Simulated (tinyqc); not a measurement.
Inside a calculation. Model: quasi-harmonic thermal expansion with mode Grueneisen parameters. Computed by tinyqc, a small Python program that keeps every step. Command: `OMP_NUM_THREADS=1 python tinyqc.py 3012870 3012871 out.jsonl qha walk`. One thread of a shared host (Intel(R) Xeon(R) Processor @ 2.30GHz), about 0.02 s of CPU time with the checks. Intermediate numbers are printed to about 6 digits and carried at full precision; extremes and crossings named in words are read from the listed rows.

A crystal with two atoms a cell; per atom there are 1 transverse acoustic (TA), 1/2 longitudinal acoustic (LA) and 3/2 optical (O) modes. Every frequency of group i scales as nu_i (V/V0)^(-gamma_i). The acoustic groups have Debye spectra, density 3 nu^2/nu_i^3 up to nu_i (40 Gauss-Legendre points); the optical group has one frequency. Static energy: E = (9 V0 B0/16) [y^3 B' + y^2 (2 - 4 y)], y = (V0/V)^(2/3) - 1, with pressure P_s = (3 B0/2) (z^7 - z^5) [1 + (3/4)(B' - 4)(z^2 - 1)], z = (V0/V)^(1/3).

Inputs (values chosen for the exercise, modelled on zinc selenide):
```
quantity                       value             unit
static volume V0                22.8  angstrom^3/atom
static bulk modulus B0          61.7              GPa
static B'                       4.98                -
frequency nu_TA                 2.09              THz
frequency nu_LA                 5.09              THz
frequency nu_O                  6.99              THz
Grueneisen parameter gamma_TA   -1.1                -
Grueneisen parameter gamma_LA    1.2                -
Grueneisen parameter gamma_O     1.5                -
temperature T                     30                K
step factor f                    1.2                -
```

Acoustic groups: Debye.

Constants: h x 1 THz = 4.135667696 meV; k_B = 8.617333262e-05 eV/K; 1 eV/angstrom^3 = 160.2176634 GPa.

## Mode groups at the static volume

For a mode with x = h nu/(k_B T), n = 1/(exp(x) - 1): U = h nu (n + 1/2), C/k_B = x^2 n (n + 1); U_i and C_i sum these over group i with its weight per atom. Phonon pressure P_ph = sum_i gamma_i U_i/V.

Groups:
```
group  h nu_i/(k_B T)  U_i (meV)   C_i (k_B)  gamma_i C_i (k_B)
TA            3.34347    3.87033    0.606048          -0.666652
LA            8.14272    3.99196   0.0660501          0.0792601
O             11.1822    21.6818  0.00261082         0.00391623
```

phonon pressure at V0 = 0.232286 GPa

## Grueneisen's estimate

gamma_th = sum gamma_i C_i / sum C_i; volume expansion coefficient alpha_V = gamma_th C k_B/(B0 V0); linear coefficient alpha_V/3; first-order volume change P_ph/B0.

heat capacity C at V0 = 0.674709 k_B/atom

gamma_th at V0 = -0.864782

linear expansion, Grueneisen estimate = -1.90882 ppm/K

first-order volume change = 0.376476 %

The negative gamma_TA outweighs the other groups at this T, so the crystal shrinks on heating.

## Equilibrium volume by iteration

Start at V0 and step V(new) = V [1 + f (P_s + P_ph)/B0]; stop when |P_s + P_ph| < 1e-8 GPa, after 60 steps, or when V leaves 0.7 to 1.3 V0.

Iterations:
```
step  V (angstrom^3)  P_s + P_ph (GPa)
0            22.8000       2.32286e-01
1            22.9030      -4.55642e-02
2            22.8827       8.59429e-03
3            22.8865      -1.63396e-03
4            22.8858       3.10189e-04
5            22.8859      -5.89026e-05
6            22.8859       1.11846e-05
7            22.8859      -2.12377e-06
8            22.8859       4.03271e-07
9            22.8859      -7.65747e-08
10           22.8859       1.45403e-08
11           22.8859      -2.76098e-09
```

converged (1 yes, 0 no) = 1

volume V(T) = 22.8859 angstrom^3/atom

Converged at step 11; the volume lies +0.377 % from V0.

## Properties at the equilibrium volume

B_T = -V d(P_s + P_ph)/dV at fixed T (central difference, step 1e-4 V); alpha_V = sum gamma_i C_i k_B/(B_T V), all at V(T); the linear coefficient is alpha_L = alpha_V/3. C_P - C_V = alpha_V^2 B_T V T; the optical frequency is nu_O (V/V0)^(-gamma_O).

volume change from V0 = 0.376848 %

isothermal bulk modulus B_T = 61.1799 GPa

linear expansion coefficient = -1.90594 ppm/K

C_V = 0.673354 k_B/atom

C_P - C_V = 9.94663e-05 k_B/atom

optical frequency at V(T) = 6.95067 THz

B_T lies -0.84 % from the static B0, and the Grueneisen estimate at V0 differs from this expansion coefficient by +0.2 %.

## Zero-point expansion

At T = 0, U_i is the zero-point energy (h nu/2 a mode); solve P_s + P_ph = 0.

volume at T = 0 = 22.8876 angstrom^3/atom

zero-point volume change = 0.384107 %

## Expansion against temperature

V(T) solves P_s + P_ph = 0. The Grueneisen estimate uses C_i, V0 and B0 at the static volume; gamma_th = sum gamma_i C_i / sum C_i is taken at V(T).

Quasi-harmonic results:
```
T (K)  V/V0 - 1 (%)  B_T (GPa)  alpha_L (ppm/K)  alpha_L, Grueneisen estimate   gamma_th
20          0.38171    61.1735         -1.23232                      -1.23654  -0.971449
40          0.37077    61.1881         -2.05297                      -2.05833  -0.696239
70          0.35723    61.1863         -0.66005                      -0.68610  -0.134667
100         0.35996    61.1311          1.20264                       1.16440   0.185748
150         0.39471    60.9767          3.18664                       3.13659   0.398181
220         0.47708    60.7145          4.43958                       4.37173   0.496225
300         0.59255    60.3949          5.05079                       4.96020   0.536445
450         0.83361    59.7791          5.50943                       5.37374   0.562604
700         1.26346    58.7402          5.79127                       5.57758   0.574877
1000        1.80107    57.4902          5.96305                       5.65238   0.579260
```

alpha_L is negative up to 70 K among these rows and changes sign before 100 K, once the LA and optical groups take up heat. gamma_th moves from -0.97, near gamma_TA = -1.1, to 0.58, near the average over all modes, 0.58, as the stiffer groups take up their share of C. B_T changes by -6.0 % over the table, and at the highest T the estimate at fixed V0 and B0 is off by -5.2 %.

Checks made by the program: zero of the pressure against the minimum of F(V) = E + F_ph (relative difference 2e-09); alpha against the slope of V(T) (relative difference 1e-06).
